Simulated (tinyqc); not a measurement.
Four-point probe, van der Pauw, Hall and spreading-resistance readings of a semiconductor layer: one step, computed by the program tinyqc.

The layer is uniform and ohmic; contacts are points unless a radius is given.

Problem. Hall reading. V_H = r_H I B/(e n t); apparent density n/r_H; Hall mobility r_H mu; Hall angle tan = r_H mu B (SI).

Inputs (values chosen for the exercise, modelled on p-type silicon): carrier density n = 1.4e+18 1/cm^3; drift mobility mu = 83 cm^2/(V s); layer thickness t = 490 micrometre; current I = 0.3 mA; magnetic field B = 0.36 T; Hall factor r_H = 0.72.

Backing of the layer: insulating.

Constants: e = 1.602176634e-19 C.

Give: Hall voltage; apparent density; Hall mobility; tangent of the Hall angle.

Solution.

Hall voltage = 7.075e-04 mV

apparent density = 1.944e+18 1/cm^3

Hall mobility = 59.76 cm^2/(V s)

tangent of the Hall angle = 0.002151
